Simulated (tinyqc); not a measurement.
# Gap and mass from two generation rates

Question. In the two-band model the band-to-band tunnelling rate in a uniform field is G = A F^2 exp(-B/F), with B = pi sqrt(m/C) Eg^1.5/4 (V/nm), A = 1e21 (2 q/h) m Eg/(16 pi C B) for G in cm^-3 s^-1 and F in V/nm, C = hbar^2/(2 m0). Find B, A, Eg and m.

Constants: q = 1.602176634e-19 C, hbar = 1.054571817e-34 J s, h = 6.62607015e-34 J s, m0 = 9.1093837015e-31 kg, hbar^2/(2 m0) = 0.0380998212 eV nm^2. Results are converted to the units shown.

G at F = 0.1 and 0.16 V/nm (cm^-3 s^-1): 6.4953327e19  7.3999772e24

Answer. The slope of ln(G/F^2) against 1/F is -B and the intercept gives A. The product A B fixes m Eg, and B = (pi/4) Eg sqrt(m Eg/C) then gives Eg.

B = 2.85 V/nm
A = 1.62e34 cm^-3 s^-1 (V/nm)^-2
Eg = 1.66 eV
m = 0.110 m0

Numbers from tinyqc (`OMP_NUM_THREADS=1 python tinyqc.py 2620135 2620136 out.jsonl`; about 0.01 s on one thread of a shared Intel Xeon 2.30GHz).
